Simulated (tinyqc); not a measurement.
Frequency dispersion of an accumulation capacitance by border traps, distributed model: one step of the calculation.

Traps spread evenly through the insulator exchange electrons with the semiconductor by tunnelling, with tau(x) = t0 exp(2 ka x) at depth x from the interface. The admittance per area Y seen at depth x obeys dY/dx = -Y^2/(i w eps0 eox) + q Nb ln(1 + i w tau)/tau, with Y(0) = i w Cs and w = 2 pi f; the gate sees Y(tox) = G + i w C. Working variable y = Y/(i w), in uF/cm^2. Cox = eps0 eox/tox.

Problem. Midpoint steps through the active depth. In terms of y: dy/dx = -y^2/(eps0 eox) + s(x), s = q Nb ln(1 + z)/z, z = i w tau. 8 midpoint steps of h = xe/8: y_half = y + (h/2) y'(x, y), y(new) = y + h y'(x + h/2, y_half).

Inputs (values chosen for the exercise); permittivity close to that of aluminium oxide:
- eox = 8.43 (relative permittivity of the insulator)
- Cs = 2.8 uF/cm^2 (semiconductor capacitance in accumulation)
- Nb = 1.2e20 cm^-3 eV^-1 (density of border traps)
- ka = 3.8 1/nm (decay constant of the wave function in the insulator)
- t0 = 2e-9 s (time constant of a trap at the interface)
- f = 1e5 Hz (frequency)
- xe = 1.5 nm (depth down to which the steps are taken)

Constants: q = 1.602176634e-19 C, eps0 = 8.8541878128e-14 F/cm where lengths are in cm. Results are converted to the units shown.

Find: x; s; y.

Solution.

```
point   x (nm)  s (uF/(cm^2 nm))     y (uF/cm^2)
0            0    1.9226-0.0012i  2.8000+0.0000i
1      0.18750    1.9226-0.0050i  2.9519-0.0004i
2      0.37500    1.9223-0.0209i  3.0828-0.0022i
3      0.56250    1.9174-0.0865i  3.1948-0.0096i
4      0.75000    1.8392-0.3377i  3.2866-0.0395i
5      0.93750    1.2327-0.7603i  3.3169-0.1368i
6       1.1250    0.4199-0.5574i  3.1886-0.2407i
7       1.3125    0.1092-0.2348i  2.9896-0.2684i
8       1.5000    0.0268-0.0809i  2.7921-0.2555i
```

tinyqc, about 0.4 s, one thread, Intel Xeon 2.30GHz (shared host): `OMP_NUM_THREADS=1 python tinyqc.py 2202012 2202013 out.jsonl`
